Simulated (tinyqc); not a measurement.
What moves the results: heterojunction of two tight-binding chains. A value that a table varies takes the place of the one given here.

Left chain: hopping -t1, sites at 2 t1 (band bottom 0). Right chain: hopping -t2, sites at dE + 2 t2 (bottom dE). t = c/(m a^2), c = hbar^2/2m0. The bond across the interface is -tc with tc = f sqrt(t1 t2), and the last left site has the extra energy U. In a chain E = bottom + 2t (1 - cos(ka)); the surface Green function of a half chain is g = -exp(ika)/t, with Im k > 0 where cos(ka) > 1.

Constants: hbar^2/2m0 = 3.80998211 eV angstrom^2.

Parameters, chosen for this exercise (masses and offset of the size met at Si / SiGe; the results hold for these values, not for the real material):

| symbol | value | unit | meaning |
|---|---|---|---|
| a | 5.65 | angstrom | site spacing |
| m1 | 0.204 | m0 | mass on the left |
| m2 | 0.218 | m0 | mass on the right |
| dE | 0.12 | eV | band offset |
| f | 1 |  | factor on the interface hopping |
| U | -1.02 | eV | extra energy on the last left site |
| E | 0.185 | eV | electron energy |

## Transmission against energy, and which matching rule a chain obeys

Chain A is the junction as given; chain B has tc = sqrt(t1 t2) and U = 0; chain C has tc = t2 and U = t2 - t1, the finite-difference form of -d/dx (c/m) d/dx. Continuum formulas T = 4 x y/(x + y)^2 with parabolic k: x, y = k/m on each side (BenDaniel-Duke) or x, y = k (slope continuous).

T:

| E - dE (eV) | E (eV) | chain A | chain B | chain C | k/m matched | k matched |
|---|---|---|---|---|---|---|
| 0.002 | 0.122 | 0.0293 | 0.4046 | 0.3843 | 0.3922 | 0.4129 |
| 0.005 | 0.125 | 0.0464 | 0.5581 | 0.5337 | 0.5433 | 0.5679 |
| 0.010 | 0.130 | 0.0658 | 0.6826 | 0.6570 | 0.6672 | 0.6927 |
| 0.020 | 0.140 | 0.0939 | 0.7987 | 0.7746 | 0.7842 | 0.8081 |
| 0.050 | 0.170 | 0.1526 | 0.9138 | 0.8953 | 0.9028 | 0.9207 |
| 0.100 | 0.220 | 0.2221 | 0.9635 | 0.9502 | 0.9557 | 0.9681 |
| 0.200 | 0.320 | 0.3192 | 0.9872 | 0.9786 | 0.9822 | 0.9899 |
| 0.400 | 0.520 | 0.4360 | 0.9962 | 0.9908 | 0.9933 | 0.9976 |

What does this show, and why?

Chain C follows the k/m rule within 0.0101 and chain B the plain k rule within 0.0101, while the two rules differ by up to 0.0255: in B the self-energy of the right side is -t1 exp(i k2 a), so only k2 enters, and in C it is -t2 exp(i k2 a), which carries 1/m2. Chain A, with f = 1 and U = -1.02 eV, has an interface term of its own and lies up to 0.7613 from B and 0.7427 from C.

## When the interface binds a state

A state below both bands solves E - 2 t1 - U - S1(E) - S2(E) = 0 for E < 0, with S1 = -t1 z1, S2 = -(tc^2/t2) z2 and |z| < 1 the decaying root of z + 1/z = 2 - (E - bottom)/t. Decay lengths -a/ln|z|. The threshold is the U that solves the equation at E = 0. A dash: no bound state.

Interface state:

| U (eV) | E (eV) | decay left (angstrom) | decay right (angstrom) |
|---|---|---|---|
| -0.07 | - | - | - |
| -0.13 | - | - | - |
| -0.20 | - | - | - |
| -0.24 | -0.0008 | 151.4 | 12.1 |
| -0.28 | -0.0054 | 58.7 | 11.9 |
| -0.35 | -0.0203 | 30.4 | 11.3 |
| -0.43 | -0.0446 | 20.5 | 10.4 |
| -0.65 | -0.1389 | 11.7 | 8.4 |

threshold U = -0.2172 eV

How do the results move?

The step pushes the state out, so an attraction must exceed 0.2172 eV to bind; 5 of the 8 rows are bound. At U = -0.65 eV the state decays over 11.7 angstrom to the left and 8.4 to the right, where the band lies higher.

## What each parameter does

T = 4 Im(S1) Im(S2) |G|^2 with G = 1/(E - 2 t1 - U - S1 - S2), S1 = -t1 exp(i k1 a), S2 = -(tc^2/t2) exp(i k2 a). Each row changes one parameter from the base and keeps the others.

Results:

| case | T | k1 a | k2 a |
|---|---|---|---|
| base | 0.1758 | 0.5700 | 0.3463 |
| m1 = 0.2448 m0 | 0.1373 | 0.6262 | 0.3463 |
| m2 = 0.2616 m0 | 0.1915 | 0.5700 | 0.3797 |
| dE = 0.07 eV | 0.2293 | 0.5700 | 0.4624 |
| f = 0.9 | 0.1730 | 0.5700 | 0.3463 |
| U = -0.82 eV | 0.2423 | 0.5700 | 0.3463 |
| a = 4.52 angstrom | 0.2525 | 0.4537 | 0.2765 |

How do the results move?

The largest shifts from the base row, up to three for each result and ties (the steps differ in size, so this ranks the rows, not the parameters). T: a +0.0766, U +0.0665, dE +0.0535. k1 a: a -0.1163, m1 +0.0562; unchanged at the printed digits by m2, dE, f and U. k2 a: dE +0.1161, a -0.0698, m2 +0.0334; unchanged at the printed digits by m1, f and U.

Run: tinyqc, `OMP_NUM_THREADS=1 python tinyqc.py 1450349 1450350 out.jsonl`; Intel(R) Xeon(R) Processor @ 2.30GHz, one thread, shared host; about 0.01 s of CPU time with all checks.
